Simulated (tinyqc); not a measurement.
Inside a calculation: strain-driven crossing of the Gamma and L valleys in a germanium-like crystal. Values are carried at full precision from step to step, so a last printed digit may differ when a step is redone from the rounded ones.

Biaxial loads: e0 is the in-plane strain e_par and the normal is free. (001): e_perp = -2 (C12/C11) e_par; exx = eyy = e_par, ezz = e_perp, no shear. (111): e_perp = -(2 C11 + 4 C12 - 4 C44)/(C11 + 2 C12 + 4 C44) e_par; exx = eyy = ezz = (2 e_par + e_perp)/3 and exy = eyz = ezx = (e_perp - e_par)/3. (110): e_perp = -(C11 + 3 C12 - 2 C44)/(C11 + C12 + 2 C44) e_par; exx = eyy = (e_par + e_perp)/2, ezz = e_par, exy = (e_perp - e_par)/2, eyz = ezx = 0. Uniaxial loads: a stress along n, scaled so that n.e.n = e0, with exx = s11 sxx + s12 (syy + szz), exy = s44 sxy/2, s11 = (C11 + C12)/((C11 - C12)(C11 + 2 C12)), s12 = -C12/((C11 - C12)(C11 + 2 C12)), s44 = 1/C44.

Constants: kB = 8.617333262e-05 eV/K; hc = 1239.841984 eV nm.

Inputs chosen for the exercise (near those of Ge, gaps at low temperature; the results hold for these values, not for the real material):
```
symbol  value           unit  meaning
C11     129.4           GPa
C12     47.9            GPa
C44     66.6            GPa
load    uniaxial [111]        kind of strain
e0      0.0372                size of the strain
Eg      0.888           eV    gap at Gamma to the s-like level
EgL     0.747           eV    gap to L
Dso     0.294           eV    spin-orbit splitting
ac      -8.18           eV    conduction deformation potential
av      1.22            eV    valence hydrostatic potential
b       -2.59           eV    tetragonal shear potential
d       -5.25           eV    trigonal shear potential
aL      -1.77           eV    hydrostatic potential of the L edge, Xd + Xu/3
XuL     15.74           eV    uniaxial potential, L
mG      0.0423          m0    mass at Gamma
mL      0.573           m0    density-of-states mass of the four L valleys together
T       300             K     temperature
```

## The strain tensor for a uniaxial [111] load

Form the tensor and its trace.

strain tensor in the cubic axes:
```
          x         y         z
x  0.008490  0.014355  0.014355
y  0.014355  0.008490  0.014355
z  0.014355  0.014355  0.008490
```

tr(e) = 0.025471

## Band edges

Edges from the unstrained valence top: Gamma at Eg + ac tr(e); an L valley with unit axis u at EgL + aL tr(e) + XuL (u.e.u - tr(e)/3), u along [111], [1-1-1], [-11-1], [-1-11]; valence edges are the levels of the 6 x 6 matrix of X, Y, Z times spin with -Dso/3 + l exx + m (eyy + ezz) on the diagonal (cyclic), n exy off it, l = av + 2 b, m = av - b, n = sqrt(3) d. Spin-orbit term (Dso/3) L.sigma on X, Y, Z with (L_k)_ij = -i epsilon_kij: <X+|H|Y+> = -i Dso/3, <X+|H|Z-> = Dso/3, <Y+|H|Z-> = -i Dso/3, <Z+|H|X-> = -Dso/3, <Z+|H|Y-> = i Dso/3, <X-|H|Y-> = i Dso/3, and their conjugates; + and - are the spin along z.

Give the edges and the direct and indirect gaps from the top valence edge.

Gamma edge = 0.6796 eV

L edges (eV): [111] 1.1538, [1-1-1] 0.5513, [-11-1] 0.5513, [-1-11] 0.5513

valence edges from the top (eV): 0.1616  0.0207  -0.3831

direct and indirect gap (eV): 0.5180  0.3897

The gap is indirect: Gamma lies 128 meV above the lowest L valley. The top two valence edges are 141 meV apart. At strains above 3 % second-order terms, left out here, matter.

## Electrons in the Gamma valley

Non-degenerate, parabolic: share = mG^(3/2)/(mG^(3/2) + (mL^(3/2)/4) sum_i exp(-(E_Li - E_Gamma)/kT)). Also the offset at which four equal L valleys hold half of the electrons, kT ln((mL/mG)^(3/2)), and the wavelength hc/E of the direct gap.

(mL/mG)^(3/2) = 49.86
share in Gamma = 0.0187 %
offset for an even split = 101.1 meV
wavelength = 2393 nm

With the L valleys as they lie here, Gamma must be 94 meV below the lowest of them to hold half of the electrons at 300 K; it lies 128 meV above. A direct gap alone is not enough.

## Checks

- Gamma and lowest L edge at e0 = 0.41489, where the linear shifts make them meet (eV): both -1.4358.

Program tinyqc; command `OMP_NUM_THREADS=1 python tinyqc.py 1081310 1081311 out.jsonl`; about 0.01 s on one thread of a shared Intel(R) Xeon(R) Processor @ 2.30GHz.
